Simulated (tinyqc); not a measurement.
Inside a calculation. Model: Heisenberg magnet: exchange from energy differences, ordering vector, linear spin waves and ordering temperature. Computed by tinyqc, a small Python program that keeps every step. Command: `OMP_NUM_THREADS=1 python tinyqc.py 3004069 3004070 out.jsonl magnon walk`. One thread of a shared host (Intel(R) Xeon(R) Processor @ 2.30GHz), about 0.09 s of CPU time with the checks. Intermediate numbers are printed to about 6 digits and carried at full precision; extremes and crossings named in words are read from the listed rows.

H = -sum over pairs <ij> J_ij S_i.S_j - K sum_i (S_i^z)^2, each pair once, J > 0 ferromagnetic. First neighbours: 6 at a (1, 0, 0), second: 12 at a (1, 1, 0), with all permutations and signs.

Inputs (values chosen for the exercise, for a model magnet): exchange J1 = 1.2 meV; exchange J2 = 0.4 meV; spin S = 3.5; single-ion anisotropy K = 0.012 meV; lattice constant a = 3.05 angstrom; mesh divisions n = 16; temperature T = 150 K.

Lattice: simple cubic. Order: ferromagnetic.

wave vector q (2 pi/a): [0.41, 0.13, 0.2]

Constants: h x 1 THz = 4.135667696 meV; k_B = 8.617333262e-05 eV/K.

## Energies of ordered states

J(q) = J1 g1(q) + J2 g2(q), g_s(q) = sum over shell s of cos(q.R). A classical spiral or collinear state of wave vector Q has the exchange energy -(S^2/2) J(Q) per site.

States, Q in 2 pi/a:
```
Q                  g1  g2  energy (meV/site)
G (0, 0, 0)         6  12              -73.5
X (0.5, 0, 0)       2  -4               -4.9
M (0.5, 0.5, 0)    -2  -4               24.5
R (0.5, 0.5, 0.5)  -6  12               14.7
```

The lowest of these is G (0, 0, 0), 68.600 meV per site below X (0.5, 0, 0).

## Back from energy differences to J1 and J2

Subtract the first row of the table from the second and third: dE = -(S^2/2)(dg1 J1 + dg2 J2), two equations for two unknowns, as in mapping total energies onto a spin model.

coefficients, columns J1, J2:
$$\begin{pmatrix}
24.5 & 98.0 \\
49.0 & 98.0
\end{pmatrix}$$

energy differences (meV/site): [68.6, 98.0]

J1, J2 (meV): [1.2, 0.4]

## Magnon energy at q

g_s(q) = sum over shell s of cos(q.R), z1 = g1(0). E(q) = S [J(0) - J(q)] + (2S - 1) K, J(q) = J1 g1 + J2 g2. The factor 2S - 1 removes the anisotropy for S = 1/2.

g1(q) = 0.298472

g2(q) = -2.50943

E(q) = 44.3316 meV

frequency = 10.7193 THz

## Long waves and the gap

sum R_x^2 over the shells is s1 = 2 a^2 and s2 = 8 a^2. E = gap + D q^2 with D = (S/2)(J1 s1 + J2 s2) and gap = (2S - 1) K.

stiffness D = 91.1645 meV angstrom^2

gap = 0.072 meV

## Dispersion

The formulas are those given above.

Energies (meV); X = (0.5, 0, 0), M = (0.5, 0.5, 0) in 2 pi/a:
```
line  fraction of the way     E(q)  gap + D q^2
G-X                  0.10   1.0313        1.039
G-X                  0.25   5.8127        6.117
G-X                  0.50  19.6720       24.253
G-X                  0.75  33.5313       54.478
G-X                  1.00  39.2720       96.794
G-M                  0.10   1.9772        2.006
G-M                  0.25  11.0730       12.162
G-M                  0.50  33.6720       48.433
G-M                  0.75  50.6710      108.884
G-M                  1.00  56.0720      193.516
```

At the end of the G-X rows the long-wave form is 2.46 times the true energy. At the end of the G-M rows the long-wave form is 3.45 times the true energy. It holds to 5 % in 2 of the ten rows; nearer the zone boundary the cosine flattens the band.

## Loss of moment

Mesh: q = sum_i (m_i + 1/2)/n b_i, m_i = 0..n-1, b = [[1, 0, 0], [0, 1, 0], [0, 0, 1]] in 2 pi/a; <..> is the mean over the mesh. n = 1/(exp(E/(k_B T)) - 1); no zero-point loss; thermal loss <n>; moment = S less the losses.

zero-point loss = 0

thermal loss = 0.114189

moment <S^z> = 3.38581

The thermal loss is 3.26 % of S. Caution: doubling the mesh changes the thermal sum by more than 3 %, so it is not fully converged.

## Ordering temperature

K left out. Mean field: k_B T = S (S + 1) J(Q)/3 at the ordering vector Q; random-phase (Tyablikov): k_B T = [S (S + 1)/3] / <1/(J(Q) - J(q))>; Curie-Weiss theta = S (S + 1) J(0)/(3 k_B).

mean-field ordering temperature = 731.085 K

random-phase ordering temperature = 578.739 K

Curie-Weiss temperature = 731.085 K

The random-phase value is 0.79 of mean field, since it weights the soft long waves (a harmonic mean of J(Q) - J(q) in place of the arithmetic one); on this mesh it lies slightly high.

Checks made by the program: the long-wave formula against the dispersion (relative difference 3e-06).
